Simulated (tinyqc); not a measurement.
A stack of flat layers between unequal leads with mass mismatch, transfer matrices: one step of the calculation.

One electron of energy E comes from the left lead (band edge 0); no transverse momentum. Parabolic bands, masses in units of m0, C = hbar^2/(2 m0); psi and psi'/m are continuous at every interface. The layers follow each other from left to right, then the right lead.

Task. Product of the matrices. The matrix of the later layer stands to the left: M = M_n ... M_2 M_1; det M = 1.

M of layer 1:
```
            1            2
1   1.0095901  0.096306689
2  0.20011326    1.0095901
```

M of layer 2:
```
           1           2
1  1.3518195  0.54175916
2  1.5272761   1.3518195
```

M of layer 3:
```
            1            2
1   1.0451869  0.097441670
2  0.94841966    1.0451869
```

M of layer 4:
```
            1           2
1  0.26219211  0.28828433
2  -3.2303362  0.26219211
```

Find: M.

Result.

M:
```
        1       2
1   1.399  0.8649
2  -4.681  -2.179
```

tinyqc, about 0.01 s, one thread, Intel Xeon 2.30GHz (shared host): `OMP_NUM_THREADS=1 python tinyqc.py 2560132 2560133 out.jsonl`
